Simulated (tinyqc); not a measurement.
From results back to parameters: Lorentz oscillators and the Kramers-Kronig relations. Five cases, with inputs chosen for the exercise.

Problem. Below the gap a single undamped oscillator gives n^2 - 1 = Eo Ed/(Eo^2 - E^2) (Wemple-DiDomenico). Two refractive indices were computed from hidden Eo and Ed.

Find: Eo; Ed; n at E = 0.
Method. 1/(n^2 - 1) = Eo/Ed - E^2/(Eo Ed) is a straight line in E^2: slope -1/(Eo Ed), intercept Eo/Ed.

Case 1.

Values chosen: Ea = 1.04 eV; Eb = 1.84 eV.
n(Ea) = 3.197340
n(Eb) = 3.642271

Solution.

Eo = 3.22 eV
Ed = 26.6 eV
n at E = 0 = 3.043

Case 2.

Values chosen: Ea = 1.11 eV; Eb = 2.16 eV.
n(Ea) = 3.392260
n(Eb) = 3.854132

Solution.

Eo = 3.93 eV
Ed = 38.0 eV
n at E = 0 = 3.266

Case 3.

Values chosen (out of a larger set: line positions loosely like those of Ge; Lorentz tails absorb below the gap, where the real solid is clear; not measured data): Ea = 0.81 eV; Eb = 1.81 eV.

n(Ea) = 3.929900
n(Eb) = 4.508823

Solution.

Eo = 3.32 eV
Ed = 45.1 eV
n at E = 0 = 3.819

Case 4.

Values chosen: Ea = 0.81 eV; Eb = 2.06 eV.
n(Ea) = 3.098603
n(Eb) = 3.553538

Solution.

Eo = 3.80 eV
Ed = 31.2 eV
n at E = 0 = 3.035

Case 5.

Values chosen: Ea = 1.08 eV; Eb = 1.91 eV.
n(Ea) = 3.345169
n(Eb) = 3.840159

Solution.

Eo = 3.28 eV
Ed = 29.8 eV
n at E = 0 = 3.176

Computed by tinyqc, one run a case: `OMP_NUM_THREADS=1 python tinyqc.py N N+1 out.jsonl` with N = 1651652, 1651688, 1651709, 1651723, 1651789; one thread of a shared Intel(R) Xeon(R) Processor @ 2.30GHz, about 0.2 s a run at most.
